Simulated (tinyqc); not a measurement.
Worked calculation: standing waves and exposure in a photoresist film. Values are carried at full precision from step to step, so a last printed digit may differ when a step is redone from the rounded ones.

Normal incidence from air. Unexposed resist: N1 = n1 + i k1 with k1 = (A + B) lam/(4 pi), lam in micrometres. r01 = (1 - N1)/(1 + N1), t01 = 2/(1 + N1). Substrate Ns = ns + i ks: r12 = (N1 - Ns)/(N1 + Ns). With p = exp(2 pi i N1 d/lam), the field at depth z is E(z) = t01 [exp(2 pi i N1 z/lam) + r12 p^2 exp(-2 pi i N1 z/lam)]/(1 + r01 r12 p^2), the relative intensity I(z) = n1 |E(z)|^2 and the reflectance R = |(r01 + r12 p^2)/(1 + r01 r12 p^2)|^2.

Parameters, chosen for this exercise (a resist on Si, indices near tabulated ones; shifted at random, so the results belong to these values and not to a real crystal):
```
symbol  value  unit          meaning
lam     365    nm            vacuum wavelength
n1      1.721                resist index
A       0.39   1/micrometre  bleachable absorption (Dill A)
B       0.1    1/micrometre  fixed absorption (Dill B)
d       1195   nm            resist thickness
ns      6.496                substrate n
ks      2.709                substrate k
C       0.014  cm^2/mJ       exposure rate (Dill C)
D       15     mJ/cm^2       incident dose
Ld      5      nm            diffusion length of the post-exposure bake
```

## Interface coefficients

Form N1, r01, t01 and r12.

N1 = 1.72100+0.01423i
r01 = -0.2650-0.0038i
t01 = 0.7350-0.0038i
r12 = -0.6215-0.1220i
|r12|^2 = 0.4012

Next to the bottom the intensity swings by a factor ((1 + |r12|)/(1 - |r12|))^2 = 19.9 between antinode and node.

## Round trip and reflectance

Form p^2, the denominator and R; the period of the standing wave is lam/(2 n1).

p^2 = -0.0664+0.5528i
1 + r01 r12 p^2 = 0.9699+0.0885i
R = 0.1472
period = 106.04 nm

The film holds 11.27 periods.

## Intensity and exposure over the lowest period

Nine depths from d - period to d. Without bleaching during the exposure the share of unexposed compound is m = exp(-C D I).

Profile:
```
z (nm)      I      m
1089.0  0.104  0.978
1102.2  0.207  0.958
1115.5  0.645  0.873
1128.7  1.161  0.784
1142.0  1.452  0.737
1155.2  1.345  0.754
1168.5  0.902  0.827
1181.7  0.381  0.923
1195.0  0.086  0.982
```

I runs from 0.086 to 1.452 on these points, so m runs from 0.737 to 0.982; the least exposed point listed lies 0.0 nm above the bottom.

## Smoothing by the bake

Gaussian diffusion of length Ld multiplies a cosine of period L by exp(-2 pi^2 Ld^2/L^2). Give that factor, and the Ld that leaves 10 %.

factor = 0.957
Ld for 10 % = 36.22 nm

## Checks

- R against the transfer-matrix product: both 0.14717.
- Absorption (A + B) d times the mean of I against 1 - R - T: both 0.527.

(tinyqc, `OMP_NUM_THREADS=1 python tinyqc.py 1681102 1681103 out.jsonl`, Intel(R) Xeon(R) Processor @ 2.30GHz, 1 thread, shared host, about 0.01 s.)
